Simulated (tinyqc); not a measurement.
Inverse iteration on a symmetric matrix, step by step. One step of it, computed by the program tinyqc.

Question. Step 1. solve (A - shift) w = v; v' = w/|w| with its largest component positive (the first on a tie); lambda = v'^T A v'.

A:
```
[[0.415000, 0.280000, 0.099000],
 [0.280000, 3.526000, 0.006000],
 [0.099000, 0.006000, 4.716000]]
```

vector v at the start: [0.577350, 0.577350, 0.577350]

shift = 1.470000

Give: vector after step 1; Rayleigh quotient after step 1.

Answer.

vector after step 1: [0.7478, -0.5791, -0.3246]

Rayleigh quotient after step 1 = 1.6233
